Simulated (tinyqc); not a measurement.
From results back to parameters: cylindrical quantum wire. Three cases, with inputs chosen for the exercise.

Problem. For a hard-walled cylinder E = c (x/R)^2/mw, c = hbar^2/2m0, with x = 2.404826 for (1,0) and 3.831706 for (1,1). The spacing of these subbands was computed from a hidden radius.

Constants: hbar^2/2m0 = 3.80998211 eV angstrom^2.

Find: R; E(1,0).

Method. R = sqrt(c (3.831706^2 - 2.404826^2)/(mw x spacing)).

Case 1.

Values chosen (out of a larger set: near those of a GaAs wire in AlGaAs; not measured data): mw = 0.0675 m0 (mass inside).

spacing = 144.293 meV

Solution.

R = 59.0 angstrom
E(1,0) = 0.0938 eV

Case 2.

Values chosen (out of a larger set: near those of an InGaAs wire in InP; not measured data): mw = 0.04 m0 (mass inside).

spacing = 53.389 meV

Solution.

R = 126.0 angstrom
E(1,0) = 0.0347 eV

Case 3.

Values chosen (out of a larger set: near those of a non-polar GaN wire in AlN; not measured data): mw = 0.199 m0 (mass inside).

spacing = 425.932 meV

Solution.

R = 20.0 angstrom
E(1,0) = 0.2768 eV

Computed by tinyqc, one run a case: `OMP_NUM_THREADS=1 python tinyqc.py N N+1 out.jsonl` with N = 1280768, 1280817, 1281199; one thread of a shared Intel(R) Xeon(R) Processor @ 2.30GHz, about 0.05 s a run at most.
